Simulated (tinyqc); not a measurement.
Screening unbinds the donor: static screening by free carriers.

kF = (3 pi^2 n/Mv)^(1/3), EF = c kF^2/m with c = hbar^2/2m0, n in 1/angstrom^3 (1e-24 per 1/cm^3), e2 = e^2/(4 pi eps0). Thomas-Fermi: qTF^2 = 6 pi e2 n/(eps EF). Debye: qD^2 = 4 pi e2 n/(eps kB T).

F_j(eta) = (1/Gamma(j + 1)) integral_0^infinity x^j dx/(1 + exp(x - eta)), which tends to exp(eta) for eta << 0.

At finite T: qs^2 = qD^2 F_-1/2(eta)/F_1/2(eta), where n = Mv N F_1/2(eta) and N = 2 (m kB T/(4 pi c))^(3/2) with c = hbar^2/2m0, in 1/angstrom^3; times 1e24 for 1/cm^3.

Donor in the screened potential -(e2/eps) exp(-qs r)/r with the trial function exp(-r/a): E(a) = c/(m a^2) - (e2/eps) 4/(a (2 + qs a)^2), e2 = e^2/(4 pi eps0), c = hbar^2/2m0; isotropic mass.

Constants: hbar^2/2m0 = 3.80998211 eV angstrom^2; e^2/(4 pi eps0) = 14.39964547 eV angstrom; kB = 8.617333262e-05 eV/K; a0 (Bohr radius) = 0.5291772105 angstrom.

Parameters, chosen for this exercise (near those of GaN; the results hold for these values, not for the real material): m = 0.197 m0 (mass of one isotropic valley); Mv = 1 (valleys); eps = 9.55 (background dielectric constant); T = 77 K.

All carriers n are taken as free and screen with qs(T); E(a) is minimised over a; a dash marks no bound state. aB = a0 eps/m.

Donor level:
```
n (1/cm^3)  n^(1/3) aB  qs aB  E (meV)   a/aB
5.0e+14          0.020  0.031   -27.63  1.001
4.0e+15          0.041  0.086   -24.62  1.005
2.0e+16          0.070  0.192   -19.58  1.023
6.0e+16          0.100  0.324   -14.23  1.062
2.0e+17          0.150  0.550    -7.29  1.176
4.0e+17          0.189  0.713    -3.72  1.318
1.0e+18          0.257  0.938    -0.53  1.733
3.0e+18          0.370  1.190        -      -
```

aB = 25.7 angstrom

What does the comparison show?

The level rises from -27.63 meV at the lowest density to -0.53 meV at 1e+18 1/cm^3, against -29.39 meV unscreened. The trial function finds no bound state from 3e+18 1/cm^3 on, where qs aB = 1.19 and n^(1/3) aB = 0.37. This trial function loses binding at qs aB = 1 and the exact Yukawa problem at 1.19; the Mott rule of thumb is n^(1/3) aB = 0.26.

Computed by tinyqc, a small Python program: `OMP_NUM_THREADS=1 python tinyqc.py 1652459 1652460 out.jsonl` (the numbers bound the seed that draws the inputs); one thread of a shared host (Intel(R) Xeon(R) Processor @ 2.30GHz), about 0.01 s for the whole set of steps.
